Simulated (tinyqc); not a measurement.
Inside a calculation. Method: RHF in the sto-6g basis, for H3-, spin multiplicity 1. The basis has no diffuse functions, so it cannot describe the extra electron: this is an exercise in the method, not the real anion. One step of it, computed by the program tinyqc.

Task: Iteration 7 (converged): orbitals. Diagonalise F' = X^T F X, C = X C', fill 2 alpha and 2 beta electrons from the bottom; D = 2 C_occ C_occ^T. Each column has its largest component positive (the first on a tie).

converged F (hartree), lower triangle:
```
           1H 1s      2H 1s     3H 1s
1H 1s   0.067987
2H 1s  -0.252015   0.125441
3H 1s  -0.252030  -0.107749  0.125419
```

X, lower triangle:
```
           1H 1s      2H 1s     3H 1s
1H 1s   1.266123
2H 1s  -0.319905   1.137170
3H 1s  -0.319926  -0.033175  1.137185
```

Give: F' = X^T F X; orbital energies; coefficients C; D after iteration 7.

Result:

F' = X^T F X (hartree), lower triangle:
```
         1       2       3
1   0.5209
2  -0.4376  0.3554
3  -0.4377  0.0361  0.3555
```

orbital energies (hartree): MO1 -0.1661, MO2 0.3194, MO3 1.0785

coefficients C:
```
          MO1      MO2      MO3
1H 1s  0.5113   0.0000   1.2435
2H 1s  0.3658   0.8276  -0.7602
3H 1s  0.3659  -0.8275  -0.7602
```

D after iteration 7, lower triangle:
```
        1H 1s    2H 1s   3H 1s
1H 1s  0.5229
2H 1s  0.3741   1.6375
3H 1s  0.3742  -1.1020  1.6374
```
